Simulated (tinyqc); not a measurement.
# Gate voltage from the surface potential

Problem. At the source end, Vgs + Vsb - Vfb - psi = gamma sqrt(G), G = psi - Vt + Vt exp((psi - 2 phiF - Vsb)/Vt), and the voltage over the insulator is gamma sqrt(G). Find that voltage and Vgs.

Parameters, values chosen for the exercise:
- T = 300 K (temperature)
- Vfb = -0.72 V (flat-band voltage)
- Vsb = 2 V (source-body reverse bias)

Constants: q = 1.602176634e-19 C, kB = 1.380649e-23 J/K, Vt = kB T/q. Results are converted to the units shown.

psi = 2.9126197 V
phiF = 0.46553358 V
gamma = 0.20988150 V^0.5

Solution. In this direction the relation is explicit: no iteration is needed.

voltage over the insulator = 0.3574 V
Vgs = 0.5500 V

Computed by the program tinyqc: `OMP_NUM_THREADS=1 python tinyqc.py 2360145 2360146 out.jsonl`, one thread of a shared Intel Xeon 2.30GHz, about 0.07 s for the whole run.
